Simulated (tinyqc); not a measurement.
Three-phonon processes in a diatomic chain: dispersion, energy and momentum conservation, and decay channels of optical phonons. Changing the heavy mass M. Computed by tinyqc, a small Python program. Command: `OMP_NUM_THREADS=1 python tinyqc.py 3120777 3120778 out.jsonl threeph sweep`. One thread of a shared host (Intel(R) Xeon(R) Processor @ 2.30GHz), about 0.01 s of CPU time with the checks.

Cell length a, two atoms, one spring constant. x = q a/pi runs from -1 to 1; A and O are the acoustic and optical branches. Matrix elements are not computed: only conservation laws and occupation factors are followed.

Inputs (values chosen for the exercise, for a model chain): light mass m = 28.1 u; spring constant k = 11 eV/angstrom^2.

Constants: nu for 1 eV/(angstrom^2 u) = 15.6333042 THz.

Method. omega^2 = k (1/m + 1/M) -/+ k sqrt((1/m + 1/M)^2 - 4 sin^2(pi x/2)/(m M)); nu = 15.6333042 THz x sqrt(omega^2) for eV/(angstrom^2 u). Acoustic top sqrt(2 k/M), optical bottom sqrt(2 k/m), optical top sqrt(2 k (1/m + 1/M)).

One run for each value; columns: (1) heavy mass M (u); (2) optical top over twice the acoustic top; (3) optical bottom over twice the acoustic top; (4) optical width over acoustic top; (5) acoustic top (THz):
```
(1)       (2)     (3)      (4)     (5)
29.5   0.7159  0.5123  0.40711  13.501
36.5   0.7581  0.5699  0.37652  12.137
45.0   0.8064  0.6327  0.34742  10.931
56.2   0.8660  0.7071  0.31784   9.781
70.2   0.9352  0.7903  0.28978   8.752
81.5   0.9875  0.8515  0.27189   8.122
98.4   1.0609  0.9357  0.25044   7.392
126.0  1.1709  1.0588  0.22425   6.532
169.0  1.3242  1.2262  0.19605   5.641
```

Describe the trends.

Over the rows, optical top over twice the acoustic top rises from 0.716 to 1.32 (exponent d ln y / d ln x 0.27 between the first rows and 0.42 between the last); optical bottom over twice the acoustic top rises from 0.512 to 1.23 (exponent d ln y / d ln x about 0.50 throughout); optical width over acoustic top falls from 0.407 to 0.196 (exponent d ln y / d ln x -0.37 between the first rows and -0.46 between the last).
